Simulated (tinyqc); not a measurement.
What moves the results: Shockley-Read-Hall recombination through one deep level. A value that a table varies takes the place of the one given here.

One level at Et with degeneracy 1: tn = 1/(sn vth Nt), tp = 1/(sp_ vth Nt), n1 = Nc exp((Et - Eg)/kT), p1 = Nv exp(-Et/kT), ni^2 = n1 p1. Equilibrium n0 = Nm, p0 = ni^2/Nm; n = n0 + dn, p = p0 + dn. U = (n p - ni^2)/(tp (n + n1) + tn (p + p1)), lifetime dn/U; emission rates en = sn vth n1, ep = sp_ vth p1.

Constants: kB = 8.617333262e-05 eV/K.

Inputs chosen for the exercise (gap and densities of states near those of GaN at this temperature; the results hold for these values, not for the real material):
- E1 = 1.996 eV (level (+1/0) above Ev)
- E2 = 1.915 eV (level (0/-1) above Ev)
- gm = 1 (degeneracy of the middle state, the others 1)
- T = 400 K
- Eg = 3.403 eV (gap)
- Nc = 3.4e+18 1/cm^3 (conduction-band density of states)
- Nv = 6.89e+19 1/cm^3 (valence-band density of states)
- Nd = 1e+16 1/cm^3 (ionised shallow donors minus acceptors)
- Et = 1.915 eV (recombination level above Ev)
- Nt = 6.5e+14 1/cm^3 (defects)
- sn = 7.6e-15 cm^2 (electron capture cross-section)
- sp_ = 3.9e-14 cm^2 (hole capture cross-section)
- vth = 21000000 cm/s (thermal velocity, both carriers)
- Nm = 2.6e+16 1/cm^3 (equilibrium electrons for the lifetime steps)
- dn = 3.4e+15 1/cm^3 (excess pairs)

## Charge state against the Fermi level (deep level with several charge states)

Energies from Ev. The defect has charge states +1, 0, -1 with weights 1, gm exp((EF - E1)/kT), exp((2 EF - E1 - E2)/kT); the shares are the weights over their sum. Boltzmann carriers: n = Nc exp((EF - Eg)/kT), p = Nv exp(-EF/kT). Neutrality: p - n + Nd + Nt <q> = 0.

Shares:

| EF (eV) | +1 | 0 | -1 | <q> |
|---|---|---|---|---|
| 0.204 | 1.000 | 0.000 | 0.000 | 1.000 |
| 0.476 | 1.000 | 0.000 | 0.000 | 1.000 |
| 0.749 | 1.000 | 0.000 | 0.000 | 1.000 |
| 1.021 | 1.000 | 0.000 | 0.000 | 1.000 |
| 1.293 | 1.000 | 0.000 | 0.000 | 1.000 |
| 1.565 | 1.000 | 0.000 | 0.000 | 1.000 |
| 1.838 | 0.989 | 0.010 | 0.001 | 0.988 |
| 2.110 | 0.000 | 0.003 | 0.996 | -0.996 |
| 2.382 | 0.000 | 0.000 | 1.000 | -1.000 |
| 2.654 | 0.000 | 0.000 | 1.000 | -1.000 |
| 2.927 | 0.000 | 0.000 | 1.000 | -1.000 |
| 3.199 | 0.000 | 0.000 | 1.000 | -1.000 |

E2 lies below E1 (negative U = -0.081 eV), so the charge goes from +1 to -1 near (E1 + E2)/2 = 1.956 eV, two electrons at once; the middle state never exceeds a share of 0.134.

## Defects against doping (deep level with several charge states)

Nt takes the listed multiples of |Nd|; the resistivity uses mobilities of 1000 (electrons) and 300 (holes) cm^2/(V s), chosen for the exercise, and e = 1.602176634e-19 C.

Neutral state:

| Nt/\|Nd\| | EF (eV) | n (1/cm^3) | p (1/cm^3) | rho (ohm cm) |
|---|---|---|---|---|
| 0.01 | 3.2017 | 9.90e+15 | 3.15e-21 | 0.630 |
| 0.10 | 3.1984 | 9.00e+15 | 3.46e-21 | 0.694 |
| 0.30 | 3.1898 | 7.00e+15 | 4.45e-21 | 0.892 |
| 0.60 | 3.1705 | 4.00e+15 | 7.79e-21 | 1.56 |
| 0.90 | 3.1227 | 1.00e+15 | 3.12e-20 | 6.24 |
| 1.10 | 2.0194 | 12.5 | 2.48e-06 | 4.97e+14 |
| 1.50 | 1.9880 | 5.05 | 6.18e-06 | 1.24e+15 |
| 3.00 | 1.9693 | 2.94 | 1.06e-05 | 2.12e+15 |
| 10.00 | 1.9595 | 2.21 | 1.41e-05 | 2.83e+15 |

EF goes from 3.202 to 1.959 eV and the resistivity from 0.63 to 2.83e+15 ohm cm, with a largest value of 2.83e+15 (values above about 1e13 are formal: hopping and surfaces conduct more). The largest move of EF, -1.103 eV, comes between Nt/|Nd| = 0.9 and 1.1; the levels lie at 1.996 and 1.915 eV. A defect can take up to one carrier of either sign, so the doping can be cancelled no earlier than Nt = |Nd|, there only if EF lies well beyond the level that takes the carriers and otherwise at larger Nt (mean charge -0.10 in the last row).

## Lifetime against injection

Recombination:

| dn (1/cm^3) | lifetime (microsecond) | U (1/(cm^3 s)) |
|---|---|---|
| 1.0e+11 | 0.001879 | 5.32e+19 |
| 1.0e+12 | 0.001879 | 5.32e+20 |
| 1.0e+13 | 0.001882 | 5.31e+21 |
| 1.0e+14 | 0.001915 | 5.22e+22 |
| 1.0e+15 | 0.002235 | 4.47e+23 |
| 1.0e+16 | 0.004556 | 2.19e+24 |
| 1.0e+17 | 0.009529 | 1.05e+25 |
| 1.0e+18 | 0.01127 | 8.87e+25 |

The lifetime rises from 0.001879 to 0.01127 microsecond; tn + tp = 0.01152. At low injection it is tp (1 + n1/n0) + tn p1/n0 with n1/Nm = 2.3e-17 and p1/Nm = 2e-21: re-emission is negligible, so minority capture alone counts. Auger and radiative paths are left out; they cut in at the highest injections, and in a doped direct-gap crystal the radiative one counts at all injections. dn = dp neglects trapped charge, which matters where the traps hold a charge comparable with dn, at low injection and with very unequal cross sections.

## Where a level does most harm

Et takes the values listed; G = Nt en ep/(en + ep) in a depleted region; the lifetime is for dn = 1e11 1/cm^3.

Results:

| Et (eV) | lifetime (microsecond) | G (1/(cm^3 s)) |
|---|---|---|
| 0.204 | 0.0706 | 1.75e-14 |
| 0.476 | 0.00190 | 4.66e-11 |
| 0.749 | 0.00188 | 1.28e-07 |
| 1.021 | 0.00188 | 0.000343 |
| 1.293 | 0.00188 | 0.917 |
| 1.565 | 0.00188 | 2.45e+03 |
| 1.838 | 0.00188 | 2.46e+05 |
| 2.110 | 0.00188 | 95.4 |
| 2.382 | 0.00188 | 0.0357 |
| 2.654 | 0.00188 | 1.34e-05 |
| 2.927 | 0.00188 | 4.85e-09 |
| 3.199 | 0.00254 | 1.81e-12 |

Generation peaks where en = ep, at Eg/2 + (kT/2) ln(sp_ Nv/(sn Nc)) = 1.782 eV; the largest value listed is at 1.838 eV, and G falls by a decade for each 0.079 eV away from the peak. The lifetime is within a factor 2 of its minimum, 0.00188 microsecond, from 0.476 to 3.199 eV: recombination tolerates a wide range of Et, generation a narrow one.

## What moves lifetime and leakage

G = Nt en ep/(en + ep). Each row changes one parameter from the base and keeps the others.

Results:

| case | lifetime (microsecond) | G (1/(cm^3 s)) |
|---|---|---|
| base | 0.002993 | 2.73e+04 |
| Et = 1.955 eV | 0.002993 | 8.56e+03 |
| sn = 1.52e-14 cm^2 | 0.002436 | 2.73e+04 |
| sp_ = 7.8e-14 cm^2 | 0.002054 | 5.46e+04 |
| Nt = 3.25e+14 1/cm^3 | 0.005986 | 1.37e+04 |
| Nm = 7.8e+16 1/cm^3 | 0.002281 | 2.73e+04 |
| dn = 1.02e+16 1/cm^3 | 0.004595 | 2.73e+04 |

The largest shifts from the base row, up to three for each result and ties (the steps differ in size, so this ranks the rows, not the parameters). lifetime (microsecond): Nt +0.00299, dn +0.00160, sp_ -0.000939; unchanged at the printed digits by Et. G (1/(cm^3 s)): sp_ +2.73e+04, Et -1.87e+04, Nt -1.37e+04; unchanged at the printed digits by sn, Nm and dn.

(tinyqc, `OMP_NUM_THREADS=1 python tinyqc.py 1680419 1680420 out.jsonl`, Intel(R) Xeon(R) Processor @ 2.30GHz, 1 thread, shared host, about 0.01 s.)
